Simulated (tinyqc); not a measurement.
Gap voltage and exponent from three temperatures.

Question. At constant current VBE(T) = Vg0 - a T - eta (kB T/q) ln T, where a is a constant. Find Vg0, eta and dVBE/dT at the middle temperature.

Constants: q = 1.602176634e-19 C, kB = 1.380649e-23 J/K. Results are converted to the units shown.

T (K): [253, 273, 300]
VBE at a constant current (V): [0.6770070310, 0.6329102651, 0.5725644403]

Answer. The relation is linear in Vg0, a and eta, so three points give a linear system; the slope is (VBE - Vg0 - eta kB T/q)/T. eta rests on the curvature of VBE(T) alone, so real fits need accuracy of some tens of microvolts or better.

Vg0 = 1.14 V
eta = 4.10
dVBE/dT = -2.22 mV/K

Numbers from tinyqc (`OMP_NUM_THREADS=1 python tinyqc.py 2062182 2062183 out.jsonl`; about 0.02 s on one thread of a shared Intel Xeon 2.30GHz).
